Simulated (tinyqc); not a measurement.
Inversion layer as a triangular well, valleys of the Si type: one step. Fermi level and populations. Three cases, with inputs chosen for the exercise.

Problem. Solve for EF; c = hbar^2/2m0. The mean distance is sum n_i <z>_i/Ns.

Subband i holds n_i = g m_d/(2 pi c) kB T ln(1 + exp((EF - E_i)/kB T)) (spin included), and EF is fixed by sum n_i = Ns over the levels listed or, where none are listed, over j = 0 to 9 of each group; 1e12/cm^2 = 1e-4/angstrom^2.

Constants: hbar^2/2m0 = 3.80998211 eV angstrom^2; kB = 8.617333262e-05 eV/K.

Give: EF; Populations; mean distance from the surface.

Case 1.

Values chosen (out of a larger set: near those of Si; not measured data): Ns = 2.8 x 1e12/cm^2 (electron sheet density); T = 300 K (temperature).

Subbands:
```
label,valleys g,m_d (m0),E (eV),<z> (angstrom)
0,2,0.187000,0.074095,17.9957
0',4,0.410699,0.125193,30.4058
1,2,0.187000,0.129549,31.4636
2,2,0.187000,0.174949,42.4900
3,2,0.187000,0.215073,52.2351
1',4,0.410699,0.218888,53.1615
4,2,0.187000,0.251753,61.1434
5,2,0.187000,0.285931,69.4444
2',4,0.410699,0.295596,71.7918
6,2,0.187000,0.318177,77.2760
```

Solution.

EF = 0.0529 eV

Populations:
```
label,(EF - E)/kB T,n (1e12/cm^2),share (%)
0,-0.82,1.472,52.6
0',-2.80,1.049,37.5
1,-2.97,0.203,7.2
2,-4.72,0.036,1.3
3,-6.27,0.008,0.3
1',-6.42,0.029,1.0
4,-7.69,0.002,0.1
5,-9.02,0.000,0.0
2',-9.39,0.001,0.1
6,-10.26,0.000,0.0
```

mean distance from the surface = 24.46 angstrom

The lowest subband holds 52.6 % of the electrons and is partly degenerate (EF within a few kB T of its edge).

Case 2.

Values chosen (out of a larger set: near those of Si; not measured data): Ns = 1.2 x 1e12/cm^2 (electron sheet density); T = 77 K (temperature).

Subbands:
```
label,valleys g,m_d (m0),E (eV),<z> (angstrom)
0,2,0.192000,0.041074,24.1302
0',4,0.416845,0.068867,40.4585
1,2,0.192000,0.071813,42.1893
2,2,0.192000,0.096980,56.9744
3,2,0.192000,0.119222,70.0415
1',4,0.416845,0.120408,70.7377
4,2,0.192000,0.139555,81.9866
5,2,0.192000,0.158501,93.1173
2',4,0.416845,0.162604,95.5275
6,2,0.192000,0.176376,103.6186
```

Solution.

EF = 0.0447 eV

Populations:
```
label,(EF - E)/kB T,n (1e12/cm^2),share (%)
0,0.54,1.063,88.6
0',-3.65,0.119,9.9
1,-4.09,0.018,1.5
2,-7.89,0.000,0.0
3,-11.24,0.000,0.0
1',-11.42,0.000,0.0
4,-14.30,0.000,0.0
5,-17.16,0.000,0.0
2',-17.78,0.000,0.0
6,-19.85,0.000,0.0
```

mean distance from the surface = 26.02 angstrom

The lowest subband holds 88.6 % of the electrons and is partly degenerate (EF within a few kB T of its edge).

Case 3.

Values chosen (out of a larger set: near those of Si; not measured data): Ns = 1.7 x 1e12/cm^2 (electron sheet density); T = 77 K (temperature).

Subbands:
```
label,valleys g,m_d (m0),E (eV),<z> (angstrom)
0,2,0.193000,0.078390,17.4765
0',4,0.417698,0.131158,29.2409
1,2,0.193000,0.137057,30.5558
2,2,0.193000,0.185088,41.2641
3,2,0.193000,0.227538,50.7280
1',4,0.417698,0.229317,51.1248
4,2,0.193000,0.266343,59.3793
5,2,0.193000,0.302502,67.4408
2',4,0.417698,0.309681,69.0413
6,2,0.193000,0.336617,75.0464
```

Solution.

EF = 0.0874 eV

Populations:
```
label,(EF - E)/kB T,n (1e12/cm^2),share (%)
0,1.35,1.693,99.6
0',-6.60,0.006,0.4
1,-7.49,0.001,0.0
2,-14.73,0.000,0.0
3,-21.13,0.000,0.0
1',-21.39,0.000,0.0
4,-26.97,0.000,0.0
5,-32.42,0.000,0.0
2',-33.50,0.000,0.0
6,-37.56,0.000,0.0
```

mean distance from the surface = 17.52 angstrom

The lowest subband holds 99.6 % of the electrons and is partly degenerate (EF within a few kB T of its edge).

Computed by tinyqc, one run a case: `OMP_NUM_THREADS=1 python tinyqc.py N N+1 out.jsonl` with N = 1280346, 1280664, 1280790; one thread of a shared Intel(R) Xeon(R) Processor @ 2.30GHz, about 0.04 s a run at most.
